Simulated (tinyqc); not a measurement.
## Ionisation ratio from the excess noise

Problem. In the local model of an avalanche photodiode F = k M + (1 - k)(2 - 1/M), k the ratio of the ionisation coefficient of the other carrier to that of the injected one. Find k and F at twice the gain.

M = 9
excess noise factor F = 2.1093333

Answer. F is linear in k: k = (F - 2 + 1/M)/(M - 2 + 1/M).

k = 0.03100
F at 2 M = 2.442

Numbers from tinyqc (`OMP_NUM_THREADS=1 python tinyqc.py 2120047 2120048 out.jsonl`; about 0.05 s on one thread of a shared Intel Xeon 2.30GHz).
